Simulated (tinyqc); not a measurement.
Worked calculation: RHF in the sto-3g basis, for BeH+, spin multiplicity 1. One step of it, computed by the program tinyqc.

Question. Iteration 1: building the Fock matrix. J_ij = sum D_kl (ij|kl), K_ij = sum D_kl (ik|jl); F = H + J - 0.5 K; E = tr D H + tr D J / 2 - 0.25 tr D K + E_nn.

D at the start, lower triangle:
```
            1Be 1s    1Be 2s   1Be 2px   1Be 2py   1Be 2pz     2H 1s
1Be 1s    1.981616
1Be 2s    0.009871  0.236762
1Be 2px   0.000000  0.000000  0.000000
1Be 2py   0.000000  0.000000  0.000000  0.000000
1Be 2pz  -0.120690  0.322796  0.000000  0.000000  0.449175
2H 1s    -0.167014  0.359390  0.000000  0.000000  0.502307  0.562250
```

core Hamiltonian H = T + V (hartree), lower triangle:
```
            1Be 1s     1Be 2s    1Be 2px    1Be 2py    1Be 2pz      2H 1s
1Be 1s   -8.227102
1Be 2s   -2.025680  -2.445925
1Be 2px   0.000000   0.000000  -1.944027
1Be 2py   0.000000   0.000000   0.000000  -1.944027
1Be 2pz  -0.014957  -0.133090   0.000000   0.000000  -2.045952
2H 1s    -0.414802  -1.012855   0.000000   0.000000  -1.095548  -1.899891
```

Two-electron integrals (ij|kl) in chemists' order, unique and non-zero (hartree):
```
(11|11) 2.298831   (21|11) 0.392036   (21|21) 0.079539   (22|11) 0.570988
(22|21) 0.143041   (22|22) 0.417683   (31|31) 0.014607   (32|31) 0.021888
(32|32) 0.092265   (33|11) 0.569578   (33|21) 0.143083   (33|22) 0.417589
(33|33) 0.449859   (41|41) 0.014607   (42|41) 0.021888   (42|42) 0.092265
(43|43) 0.024249   (44|11) 0.569578   (44|21) 0.143083   (44|22) 0.417589
(44|33) 0.401360   (44|44) 0.449859   (51|51) 0.014607   (52|51) 0.021888
(52|52) 0.092265   (53|53) 0.024249   (54|54) 0.024249   (55|11) 0.569578
(55|21) 0.143083   (55|22) 0.417589   (55|33) 0.401360   (55|44) 0.401360
(55|55) 0.449859   (61|11) 0.077890   (61|21) 0.015795   (61|22) 0.028645
(61|33) 0.028442   (61|44) 0.028442   (61|51) 0.001398   (61|52) 0.002637
(61|55) 0.029065   (61|61) 0.003289   (62|11) 0.190960   (62|21) 0.048549
(62|22) 0.154694   (62|33) 0.148805   (62|44) 0.148805   (62|51) 0.006355
(62|52) 0.039150   (62|55) 0.166333   (62|61) 0.010666   (62|62) 0.085640
(63|31) 0.004432   (63|32) 0.020807   (63|53) 0.006759   (63|63) 0.007818
(64|41) 0.004432   (64|42) 0.020807   (64|54) 0.006759   (64|64) 0.007818
(65|11) 0.205645   (65|21) 0.052917   (65|22) 0.176800   (65|33) 0.166323
(65|44) 0.166323   (65|51) 0.010313   (65|52) 0.060882   (65|55) 0.197576
(65|61) 0.012143   (65|62) 0.111275   (65|65) 0.149202   (66|11) 0.358007
(66|21) 0.092649   (66|22) 0.330988   (66|33) 0.307039   (66|44) 0.307039
(66|51) 0.014151   (66|52) 0.112806   (66|55) 0.378619   (66|61) 0.020871
(66|62) 0.233220   (66|65) 0.321587   (66|66) 0.774606
```

nuclear repulsion = 1.43993799 hartree

Give: Coulomb J; exchange K; Fock matrix F; total energy of this density.

Answer.

Coulomb J (hartree), lower triangle:
```
         1Be 1s  1Be 2s  1Be 2px  1Be 2py  1Be 2pz   2H 1s
1Be 1s   5.4733
1Be 2s   1.0114  1.8861
1Be 2px  0.0000  0.0000   1.8478
1Be 2py  0.0000  0.0000   0.0000   1.8478
1Be 2pz  0.0330  0.2061   0.0000   0.0000   1.9537
2H 1s    0.2064  0.8154   0.0000   0.0000   0.9826  1.9484
```

exchange K (hartree), lower triangle:
```
          1Be 1s  1Be 2s  1Be 2px  1Be 2py  1Be 2pz   2H 1s
1Be 1s    4.5771
1Be 2s    0.8307  0.4832
1Be 2px   0.0000  0.0000   0.0868
1Be 2py   0.0000  0.0000   0.0000   0.0868
1Be 2pz  -0.0053  0.3891   0.0000   0.0000   0.5760
2H 1s     0.1684  0.5352   0.0000   0.0000   0.6915  1.0822
```

Fock matrix F (hartree), lower triangle:
```
          1Be 1s   1Be 2s  1Be 2px  1Be 2py  1Be 2pz    2H 1s
1Be 1s   -5.0424
1Be 2s   -1.4296  -0.8014
1Be 2px   0.0000   0.0000  -0.1396
1Be 2py   0.0000   0.0000   0.0000  -0.1396
1Be 2pz   0.0207  -0.1215   0.0000   0.0000  -0.3803
2H 1s    -0.2926  -0.4651   0.0000   0.0000  -0.4587  -0.4926
```

total energy of this density = -14.620197 hartree
